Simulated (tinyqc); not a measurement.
Hot electrons in a saturated n-channel MOSFET, lucky-electron model: one step of the calculation.

Beyond pinch-off the lateral field grows as Esat cosh(y/l) over the velocity-saturated region (pseudo-two-dimensional model). Impact ionisation in this region gives the substrate current, which biases the body forward through Rsub. Currents are per width. Local-field laws: they overstate ionisation when the field peak is narrower than an energy relaxation length.

Task. Gate current, lifetime and channel shortening. Ig = Cg Id exp(-pb/(lm Em)); lifetime tau = (Hl/Id)(Isub/Id)^(-m); length of the saturated region dL = l ln[(dV/l + Em)/Esat]. 1 year = 3.15576e7 s.

Values chosen for this exercise; values close to those of silicon n-channel devices:
```
symbol,value,unit,meaning
lm,7.1,nm,hot-electron mean free path
pb,3.2,V,oxide barrier
Cg,0.0038,,prefactor of the gate current
m,3,,lifetime exponent
Hl,2700,s uA/um,lifetime constant
```

Id = 156.14933 uA/um
dV = 1.6331469 V
Em = 0.45470574 MV/cm
Isub = 6.2463086 uA/um
l = 36.124784 nm
Esat = 0.04875 MV/cm

Wanted: Isub/Id; Ig; tau; dL.

Result.

Isub/Id = 0.040002
Ig = 29.417 pA/um
tau = 0.0085599 years
dL = 105.60 nm

The lifetime misses ten years.

Computed by the program tinyqc: `OMP_NUM_THREADS=1 python tinyqc.py 2550158 2550159 out.jsonl`, one thread of a shared Intel Xeon 2.30GHz, about 0.01 s for the whole run.
